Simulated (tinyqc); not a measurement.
From results back to parameters: heavy doping: gap narrowing, degeneracy and the minority density. Three cases, with inputs chosen for the exercise.

Problem. The minority density was computed from a hidden true narrowing dEg.

F_j(eta) = (1/Gamma(j + 1)) integral_0^infinity x^j dx/(1 + exp(x - eta)), which tends to exp(eta) for eta << 0.

Majority: N = Nc F_1/2(eta), eta the distance of EF beyond the majority band edge in kT. Degeneracy factor gam = F_1/2(eta)/exp(eta). ni0^2 = Nc Nv exp(-Eg/kT); product n p = ni0^2 gam exp(dEg/kT), dEg the true narrowing; apparent narrowing dEa = dEg + kT ln gam; minority density = n p/N.

Constants: kB = 8.617333262e-05 eV/K.

Find: dEa; gam; dEg.

Method. dEa = kT ln(minority x N/ni0^2); gam follows from N alone, and dEg = dEa - kT ln gam.

Case 1.

Values chosen (gap and densities of states near those of Ge at this temperature; narrowing constants of the size fitted for Si, not for this material; not measured data): N = 1.5e+19 1/cm^3 (ionised donors, equal to the majority density); Eg = 0.659 eV (gap); Nc = 1.03e+19 1/cm^3 (conduction-band density of states); Nv = 4.79e+18 1/cm^3 (valence-band density of states); T = 300 K.

minority density = 2.87813e+08 1/cm^3

Solution.

dEa = 60.28 meV
gam = 0.6036
dEg = 73.34 meV

Case 2.

Values chosen (gap and densities of states near those of Si at this temperature; narrowing constants near the fits for Si; not measured data): N = 1e+19 1/cm^3 (ionised donors, equal to the majority density); Eg = 1.12 eV (gap); Nc = 2.64e+19 1/cm^3 (conduction-band density of states); Nv = 1.19e+19 1/cm^3 (valence-band density of states); T = 300 K.

minority density = 38.4299 1/cm^3

Solution.

dEa = 53.73 meV
gam = 0.8753
dEg = 57.18 meV

Case 3.

Values chosen (gap and densities of states near those of Si at this temperature; narrowing constants near the fits for Si; not measured data): N = 1.2e+19 1/cm^3 (ionised donors, equal to the majority density); Eg = 1.122 eV (gap); Nc = 3.35e+19 1/cm^3 (conduction-band density of states); Nv = 1.46e+19 1/cm^3 (valence-band density of states); T = 350 K.

minority density = 23645.2 1/cm^3

Solution.

dEa = 63.86 meV
gam = 0.8816
dEg = 67.67 meV

Computed by tinyqc, one run a case: `OMP_NUM_THREADS=1 python tinyqc.py N N+1 out.jsonl` with N = 1682186, 1682281, 1682568; one thread of a shared Intel(R) Xeon(R) Processor @ 2.30GHz, about 0.01 s a run at most.
